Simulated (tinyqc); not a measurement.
Capacitance of parallel on-chip lines from Laplace's equation on a mesh: one step of the calculation.

Cross-section of an endless row of equal lines between two grounded planes; neighbours are driven in antiphase (+1 V and -1 V), so the plane midway between two lines is at 0 V. By symmetry one quarter is solved: x runs from the centre of a line (column 0, mirror) to that midplane (column 3, 0 V), y from the mid-height of the line (row 0, mirror) to the ground plane (row 3, 0 V). The line fills columns 0 to 1 and rows 0 to 1 at 1 V. Cells beside the line (below row 1) have e2, cells above have e1. Each link between nodes has the conductance g = mean permittivity of the two cells beside it (a cell beyond a mirror counts as 0), and the free nodes obey sum g (V_neighbour - V) = 0.

Task. Relaxation sweep. One sweep visits the free nodes row by row from row 0, left to right, and replaces V by V + om (weighted mean of the neighbours - V), using new values at once.

Inputs (values chosen for the exercise): over-relaxation factor om = 1.

V at the start (V):
```
       col 0  col 1  col 2  col 3
row 0      1      1      0      0
row 1      1      1      0      0
row 2      0      0      0      0
row 3      0      0      0      0
```

gx:
```
       col 0  col 1  col 2
row 0    0.5    0.5    0.5
row 1   1.85   1.85   1.85
row 2    2.7    2.7    2.7
row 3   1.35   1.35   1.35
```

gy:
```
       col 0  col 1  col 2  col 3
row 0    0.5      1      1    0.5
row 1   1.35    2.7    2.7   1.35
row 2   1.35    2.7    2.7   1.35
```

Wanted: V after sweep 1.

Result.

V after sweep 1 (V):
```
       col 0  col 1  col 2  col 3
row 0  1.000  1.000  0.250  0.000
row 1  1.000  1.000  0.284  0.000
row 2  0.250  0.312  0.149  0.000
row 3  0.000  0.000  0.000  0.000
```

Computed by the program tinyqc: `OMP_NUM_THREADS=1 python tinyqc.py 2790105 2790106 out.jsonl`, one thread of a shared Intel Xeon 2.30GHz, about 1 s for the whole run.
